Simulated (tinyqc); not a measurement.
Worked calculation: collinear exchange A + BC -> AB + C on a London-Eyring-Polanyi-Sato surface: saddle, string of images and rate. Computed by tinyqc, a small Python program that keeps every step. Command: `OMP_NUM_THREADS=1 python tinyqc.py 3110951 3110952 out.jsonl leps walk`. One thread of a shared host (Intel(R) Xeon(R) Processor @ 2.30GHz), about 0.04 s of CPU time with the checks. Intermediate numbers are printed to about 6 digits and carried at full precision; extremes and crossings named in words are read from the listed rows.

x = r(AB), y = r(BC), r(AC) = x + y. V is counted from separated atoms, the barrier from A + BC, that is V + D(BC).

Inputs (values chosen for the exercise, for a model exchange):
```
quantity            value           unit
D(AB)                3.38             eV
r0(AB)              0.783       angstrom
beta(AB)             1.91     1/angstrom
D(BC)                3.65             eV
r0(BC)               1.22       angstrom
beta(BC)              1.5     1/angstrom
D(AC)                2.95             eV
r0(AC)               1.66       angstrom
beta(AC)             1.96     1/angstrom
Sato parameter S     0.19              -
mass of A              12              u
mass of B           2.014              u
mass of C           1.008              u
temperature T         300              K
step of the string  0.015  angstrom^2/eV
```

Constants: nu for 1 eV/(angstrom^2 u) = 15.6333042 THz; h x 1 THz = 4.135667696 meV; k_B = 1.380649e-23 J/K; u = 1.6605390666e-27 kg; k_B = 8.617333262e-05 eV/K.

## One point of the surface

For each pair, with u = exp(-beta (r - r0)): Q = D [(3 + S) u^2 - (2 + 6 S) u]/(4 (1 + S)), J = D [(1 + 3 S) u^2 - (6 + 2 S) u]/(4 (1 + S)); V = Q1 + Q2 + Q3 - sqrt(((J1 - J2)^2 + (J2 - J3)^2 + (J3 - J1)^2)/2). Take x = r0(AB) + 0.3 and y = r0(BC) + 0.1 angstrom.

Pair terms:
```
pair         u     Q (eV)    J (eV)
AB    0.563831  -0.537044  -2.19993
BC    0.860708  -0.260264  -3.31892
AC    0.233102  -0.346195  -0.86881
```

V = -3.26801 eV

## Relaxing the string

String of 9 images between the fixed ends (r0(AB) + 2, r0(BC)) and (r0(AB), r0(BC) + 2), started on the two straight legs through (r0(AB) + 0.3, r0(BC) + 0.3): each iteration moves the inner images by -step x gradient (central differences) and spaces them evenly again along the broken line (coordinates are kept between 0.2 and 8 angstrom); stop when no coordinate changes by more than 1e-5 angstrom, at most 400 iterations.

Course:
```
iteration  highest inner image above A + BC (eV)  largest move (angstrom)
1                                       0.542693              3.17886e-02
2                                       0.493700              2.71860e-02
3                                       0.454827              2.37092e-02
4                                       0.452010              2.03651e-02
5                                       0.450667              1.69987e-02
6                                       0.449333              1.38573e-02
7                                       0.448052              1.13399e-02
...                                          ...                      ...
38                                      0.439491              2.70160e-05
39                                      0.439486              2.28504e-05
40                                      0.439481              1.93331e-05
41                                      0.439477              1.63622e-05
42                                      0.439474              1.38520e-05
43                                      0.439471              1.17304e-05
44                                      0.439468              9.93665e-06
```

Images at the end:
```
image  x (angstrom)  y (angstrom)  V + D(BC) (eV)
0           2.78300       1.22000        0.001708
1           2.33343       1.22076        0.006106
2           1.88389       1.22445        0.026038
3           1.43632       1.25954        0.124038
4           1.04574       1.47987        0.439468
5           0.82822       1.87331        0.368458
6           0.79089       2.32091        0.294142
7           0.78480       2.77044        0.276587
8           0.78300       3.22000        0.272341
```

last move = 9.93665e-06 angstrom

Converged in 44 iterations.

## Saddle by Newton steps

From the highest inner image, z -> z - H^-1 g with gradient g and Hessian H by central differences, steps capped at 0.15 angstrom, 12 steps.

The first seven points:
```
step        x        y  V + D(BC) (eV)  |g| (eV/angstrom)
0     1.04574  1.47987        0.439468        4.98937e-01
1     0.95075  1.54925        0.466556        1.17890e-01
2     0.95889  1.55649        0.465907        2.73768e-03
3     0.95900  1.55677        0.465907        1.31610e-06
4     0.95900  1.55677        0.465907                  0
5     0.95900  1.55677        0.465907                  0
6     0.95900  1.55677        0.465907                  0
```

saddle (x, y) (angstrom): 0.95900  1.55677

barrier = 0.465907 eV

Hessian (eV/angstrom^2):
```
         x        y
x  4.91068  6.86176
y  6.86176  1.66721
```

The highest image lies 26.4 meV below the saddle. Stretches at the saddle: AB 0.176, BC 0.337 angstrom, for a reaction energy D(BC) - D(AB) = +0.27 eV: a late barrier for an endothermic step.

## Frequencies at the saddle

Wilson matrix G = [[1/m_A + 1/m_B, -1/m_B], [-1/m_B, 1/m_B + 1/m_C]]; eigenvalues lambda of G H give nu = 15.6333042 THz x sqrt(|lambda|), the negative one being imaginary. Reactant: nu_BC from k = 2 D beta^2 and 1/m_B + 1/m_C. Skew angle: cos = sqrt(m_A m_C/((m_A + m_B)(m_B + m_C))).

imaginary frequency = 37.3102 THz

real frequency at the saddle = 32.0807 THz

nu_BC = 77.3020 THz

skew angle = 57.6946 degrees

## Transition-state rate

One-dimensional rate constant without tunnelling, k = sqrt(k_B T/(2 pi mu)) [sinh(h nu_BC/(2 k_B T))/sinh(h nu_s/(2 k_B T))] exp(-barrier/(k_B T)) with mu = m_A (m_B + m_C)/(m_A + m_B + m_C); Wigner factor 1 + (h nu_i/(k_B T))^2/24; adiabatic barrier = barrier + h (nu_s - nu_BC)/2.

adiabatic barrier = 0.372397 eV

rate constant k = 0.0226251 cm/s

Wigner factor = 2.48438

Caution: the Wigner factor exceeds 2 at T: tunnelling, left out of k, is large and needs a better treatment than this factor.

## Rate against temperature

The formulas are those given above.

Rates; the last column is k_B T^2 d ln k/dT:
```
T (K)     k (cm/s)  Wigner factor  activation energy (eV)
300    2.26251e-02        2.48438                0.386111
400    9.72293e-01        1.83497                0.392490
550    2.25958e+01        1.44164                0.404315
750    2.29697e+02        1.23750                0.421963
1000   1.22102e+03        1.13359                0.443683
1400   5.57149e+03        1.06816                0.474639
2000   1.89575e+04        1.03340                0.513711
```

The activation energy goes from 0.386 eV at 300 K, near the adiabatic barrier plus k_B T/2 (0.385), to 0.514 eV at 2000 K; the classical limit is the barrier plus k_B T/2 (0.552).

Checks made by the program: V for A far away against -D(BC) (relative difference below 1e-10).
